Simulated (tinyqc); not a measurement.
Size of the sine basis: hole subbands of a hard-walled well, four-band Luttinger model.

Hole energies are counted downwards from the unstrained band edge, c = hbar^2/2m0. After the usual block transformation one block is H = [[P + Q - Zs, R - i S], [R + i S, P - Q + Zs]] in (heavy, light), with P +/- Q = c [(g1 +/- g2) k^2 + (g1 -/+ 2 g2) kz^2], R = sqrt(3) c gR k^2, S = 2 sqrt(3) c g3 k kz, kz = -i d/dz; axial approximation gR = (g2 + g3)/2. Zs = b (e_par - e_perp) is the shear part of the strain (the hydrostatic part shifts all levels alike and is left out). Basis sqrt(2/L) sin(n pi z/L), n = 1 to N, for each component: kz^2 gives (n pi/L)^2 and the heavy-light block is R delta_nm - 2 sqrt(3) c g3 k D_nm with D_nm = 4 n m/(L (n^2 - m^2)) for n + m odd, 0 otherwise. The other block has the same levels. The split-off band is left out.

Constants: hbar^2/2m0 = 3.80998211 eV angstrom^2.

Inputs chosen for the exercise (near those of GaAs; shifted at random, so the results belong to these values and not to a real crystal): g1 = 7.02 (Luttinger gamma1); g2 = 2.07 (gamma2); g3 = 2.94 (gamma3); L = 60 angstrom (well width along [001]); k = 0.0619 1/angstrom (wave vector in the plane).

shear strain energy Zs = 0.016365 eV

The four lowest hole energies at the given k for growing N.

Hole energies (meV):
```
N       E1       E2       E3       E4
2   72.764  141.767  336.822  591.827
3   65.165  118.449  282.497  318.256
4   65.129  117.061  246.513  296.179
6   64.491  116.051  243.740  293.057
10  64.280  115.730  242.929  292.289
20  64.229  115.651  242.730  292.115
40  64.222  115.641  242.703  292.093
80  64.221  115.640  242.700  292.090
```

Is N = 3 enough for 1 meV in the two lowest levels?

No: against N = 80, N = 3 errs by up to 2.81 meV in E1 and E2, always upwards, as a variational basis must. Both are within 0.1 meV of N = 80 from N = 10 on; N = 40 and N = 80 differ by 1.3e-03 meV at most.

Run: tinyqc, `OMP_NUM_THREADS=1 python tinyqc.py 1280997 1280998 out.jsonl`; Intel(R) Xeon(R) Processor @ 2.30GHz, one thread, shared host; about 0.2 s of CPU time with all checks.
